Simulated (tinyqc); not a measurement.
# Resistance of a source-drain extension with a graded tip, step by step

tinyqc, about 0.03 s, one thread, Intel Xeon 2.30GHz (shared host): `OMP_NUM_THREADS=1 python tinyqc.py 2282152 2282153 out.jsonl` Printed values are rounded.

y runs along the channel, the gate covers y > 0. The doping is N0 for y < y0 and N0 10^(-(y - y0)/la) beyond, uniform over the depth xj. Sheet conductance s(y) = q mu(N) max(N - Nch, 0) xj + (for y > 0) ma Cox Vo, with mu(N) = u0 + (u1 - u0)/(1 + (N/Nr)^au) and Cox = eps0 eox/tox. Current is taken as one-dimensional; depletion of the tip, spreading and the contact are left out. The metallurgical junction lies at yj, where N = Nch.

Inputs (values chosen for the exercise); mobility law close to that of electrons in silicon: relative permittivity of the gate insulator (close to silicon dioxide) eox = 3.9; insulator thickness tox = 1.6 nm; active doping of the extension far from the gate N0 = 6.6e19 cm^-3; lateral abruptness la = 6 nm/decade; position under the gate where the fall begins (gate edge at 0) y0 = 0.6 nm; depth of the extension xj = 9 nm; channel doping Nch = 7.8e17 cm^-3; gate overdrive Vo = 0.44 V; mobility of the gate-induced layer ma = 130 cm^2/(V s); mobility at low doping u1 = 1414 cm^2/(V s); mobility at high doping u0 = 68.5 cm^2/(V s); reference doping Nr = 9.2e16 cm^-3; exponent au = 0.711; gate length Lg = 90 nm.

Constants: q = 1.602176634e-19 C, eps0 = 8.8541878128e-14 F/cm where lengths are in cm. Results are converted to the units shown.

## Sheet resistances and junction position

yj = y0 + la log10(N0/Nch); sheet resistance of the full extension 1/[q mu(N0)(N0 - Nch) xj] and of the gate-induced layer 1/(ma Cox Vo); metallurgical length Lg - 2 yj; ye is where the doped and the gate-induced conductances are equal.

yj = 12.1647 nm
sheet resistance of the extension = 1313.91 ohm/square
sheet resistance of the induced layer = 8100.48 ohm/square
metallurgical length = 65.6706 nm
ye = 6.20331 nm
N at ye = 7.68527e18 cm^-3

The gate takes over 5.96 nm before the junction, where N is still 9.85 times the channel doping.

## Resistance of the overlapped part

Midpoint rule on 11 equal steps from 0 to yj: R_ov = sum h/s(y), per width.

```
point	y (nm)	N (cm^-3)	doped conductance (uS)	sheet resistance (ohm/square)
0	0.552941	6.6e19	761.086	1130.54
1	1.65882	4.39616e19	529.512	1531.48
2	2.76470	2.87581e19	366.194	2042.30
3	3.87059	1.88125e19	255.961	2635.66
4	4.97647	1.23065e19	180.615	3288.78
5	6.08235	8.05043e18	128.165	3974.34
6	7.18823	5.26630e18	90.6806	4670.06
7	8.29411	3.44502e18	62.8830	5366.75
8	9.39999	2.25361e18	41.2268	6072.52
9	10.5059	1.47423e18	23.3074	6813.99
10	11.6118	9.64387e17	7.48568	7637.37
```

R_ov = 49.946 ohm um

The exact integral is 50.016 ohm um; the coarse sum is 0.14 % below it.
